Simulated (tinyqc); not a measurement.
Inside a calculation. Model: one-sided p+-n junction, ionisation integral and breakdown.

tinyqc, about 0.07 s, one thread, Intel Xeon 2.30GHz (shared host): `OMP_NUM_THREADS=1 python tinyqc.py 2120051 2120052 out.jsonl` Printed values are rounded.

A p+ layer at x < 0 and an n drift layer from x = 0. Depletion approximation, built-in voltage neglected. Local ionisation coefficients alpha_n = an exp(-(bn/E)^mx), alpha_p = ap exp(-(bp/E)^mx). Electrons move towards +x, holes towards x = 0.

Parameters, values chosen for the exercise; material values close to those of 4H silicon carbide: relative permittivity eps_r = 9.77; prefactor of the electron ionisation coefficient an = 1.76e8 1/cm; field constant for electrons bn = 3.36e7 V/cm; prefactor of the hole ionisation coefficient ap = 3.63e8 1/cm; field constant for holes bp = 2.36e7 V/cm; exponent mx = 1; donor density of the drift layer N = 2.9e15 cm^-3; reverse voltage V = 4010 V; share of the depleted width that the grid covers fr = 0.4.

Constants: q = 1.602176634e-19 C, eps0 = 8.8541878128e-14 F/cm where lengths are in cm. Results are converted to the units shown.

## Field and ionisation coefficients on a grid

W = sqrt(2 eps0 eps_r V/(q N)), peak field E0 = q N W/(eps0 eps_r), falling linearly to 0 at W. Grid: 14 equal steps from 0 to fr W.

W = 38.6416 um

```
point,x (um),E (kV/cm),alpha_n (1/cm),alpha_p (1/cm)
0,0.0000,2075.49,16.3956,4184.24
1,1.1040,2016.19,10.1845,2994.84
2,2.2081,1956.89,6.14637,2100.52
3,3.3121,1897.59,3.59411,1440.96
4,4.4162,1838.29,2.03015,964.757
5,5.5202,1778.99,1.10390,628.881
6,6.6243,1719.69,0.575548,398.017
7,7.7283,1660.39,0.286438,243.806
8,8.8324,1601.09,0.135373,144.019
9,9.9364,1541.79,0.0603940,81.6975
10,11.0404,1482.49,0.0252588,44.2895
11,12.1445,1423.19,0.00982389,22.8157
12,13.2485,1363.89,0.00351958,11.0948
13,14.3526,1304.59,0.00114861,5.05285
14,15.4566,1245.29,3.36928e-4,2.13513
```

## Ionisation integrals by the trapezoid rule

G(x) = integral from 0 to x of (alpha_n - alpha_p); I_n = integral of alpha_n exp(-G) (electrons injected at x = 0), I_p = integral of alpha_p exp(G(end) - G) (holes injected at the far edge); M = 1/(1 - I). All integrals by the trapezoid rule on the grid.

```
point,G,alpha_n exp(-G) (1/cm)
0,0.00000,16.3956
1,-0.39483,15.1152
2,-0.67521,12.0742
3,-0.87017,8.5802
4,-1.00266,5.5332
5,-1.09046,3.2848
6,-1.14705,1.8123
7,-1.18243,0.9344
8,-1.20382,0.4512
9,-1.21627,0.2038
10,-1.22322,0.0858
11,-1.22692,0.0335
12,-1.22879,0.0120
13,-1.22968,0.0039
14,-1.23008,0.0012
```

I_n = 0.00621831
I_p = 0.700068
M_n = 1.00626
M_p = 3.33409

A grid of 1500 steps over the whole width gives I_n = 0.006186 and I_p = 0.7060; the coarse I_n is 0.53 % above and the coarse I_p 0.84 % below those values. Holes multiply more: on this coarse grid M - 1 is 373 times as large for them.

## Breakdown voltage by secant steps

G(x) = integral from 0 to x of (alpha_n - alpha_p); I_n = integral of alpha_n exp(-G) (electrons injected at x = 0), I_p = integral of alpha_p exp(G(end) - G) (holes injected at the far edge); M = 1/(1 - I). Secant steps on ln I_n(V) = 0 with the integrals on a fine grid (1500 steps), from the points V = 3820 and 4610 V; stop when the step is below 1e-7 of V.

Course of the iteration:
```
step,V (V),I_n,change of V (V)
1,4610,0.0579398,790
2,5399.61,7.25470,-324
3,5075.65,0.681672,52.5
4,5128.14,0.959067,6.43
5,5134.57,1.00104,-0.156
6,5134.42,0.999997,4.07e-4
```

Breakdown at 5134.4 V, with a peak field of 2349 kV/cm and W = 43.72 um. The integral for holes reaches 1 at the same voltage.
